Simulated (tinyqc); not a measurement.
Worked calculation: CIS on RHF in the 6-31g basis, for H2, spin multiplicity 1. One step of it, computed by the program tinyqc.

Question. CIS matrix, triplets. A(ia,jb) = (e_a - e_i) d_ij d_ab - (ij|ab).

orbital energies (hartree): MO1 -0.568265, MO2 0.212413, MO3 0.822194, MO4 1.293381

Two-electron integrals over orbitals (pq|rs), unique and non-zero (hartree):
```
(11|11) 0.616638    (21|21) 0.090344    (22|11) 0.436817    (22|22) 0.391015
(31|11) 0.154879    (31|22) 0.056871    (31|31) 0.104096    (32|21) -0.010215
(32|32) 0.034477    (33|11) 0.521598    (33|22) 0.388213    (33|31) 0.119813
(33|33) 0.466603    (41|21) -0.080801   (41|32) -0.032133   (41|41) 0.127525
(42|11) -0.142225   (42|22) -0.061156   (42|31) -0.077201   (42|33) -0.106158
(42|42) 0.073690    (43|21) -0.096839   (43|32) -0.013371   (43|41) 0.125413
(43|43) 0.144604    (44|11) 0.626119    (44|22) 0.445436    (44|31) 0.190515
(44|33) 0.544944    (44|42) -0.167482   (44|44) 0.698082
```

Give: CIS matrix A, triplet.

Answer.

CIS matrix A, triplet (hartree), order 1>2, 1>3, 1>4:
$$\begin{pmatrix}
0.344 & 0.000 & 0.142 \\
0.000 & 0.869 & 0.000 \\
0.142 & 0.000 & 1.236
\end{pmatrix}$$
